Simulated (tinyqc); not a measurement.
Single-electron transistor, orthodox theory and master equation: one step of the calculation.

A metal island with n extra electrons joins the left lead (voltage V) and the right lead (0 V) by tunnel junctions and couples to a gate. Cs = CL + CR + Cg. Adding electron n + 1 costs mu(n) = [q (n + 1/2) - CL V - Cg Vg]/Cs (in volts); the Fermi levels are -V (left) and 0 (right). A jump that gains the energy W has the rate G(W) = (W/q)/(R [1 - exp(-W/Vt)]), W in volts, Vt = kB T/q. Sequential tunnelling only; I > 0 flows from left to right.

Problem. Charging energy and addition levels. q/Cs, the gate period q/Cg, and mu(n) for the transitions kept.

Values chosen for this exercise: capacitance of the left junction CL = 23 aF; capacitance of the right junction CR = 25 aF; gate capacitance Cg = 13 aF; temperature T = 2.7 K; bias of the left lead V = 2.1 mV; gate voltage Vg = 2.7 mV; lowest charge state kept n0 = -1; highest charge state kept n1 = 2.

Constants: q = 1.602176634e-19 C, kB = 1.380649e-23 J/K, Vt = kB T/q. Results are converted to the units shown.

Find: q/Cs; q/Cg; kB T/(q^2/Cs); mu(n).

Solution.

q/Cs = 2.6265 mV
q/Cg = 12.324 mV
kB T/(q^2/Cs) = 0.088584
mu(n), n to n + 1, n -1 to 1 (mV): [-2.6805, -0.0540, 2.5726]

Range of the model: Cotunnelling, which dominates deep in the blockade, is left out. A junction resistance within a factor of four of h/q^2 = 25.8 kohm strains the orthodox theory.

Program tinyqc, `OMP_NUM_THREADS=1 python tinyqc.py 2780128 2780129 out.jsonl`; Intel Xeon 2.30GHz, shared host, one thread, about 0.01 s.
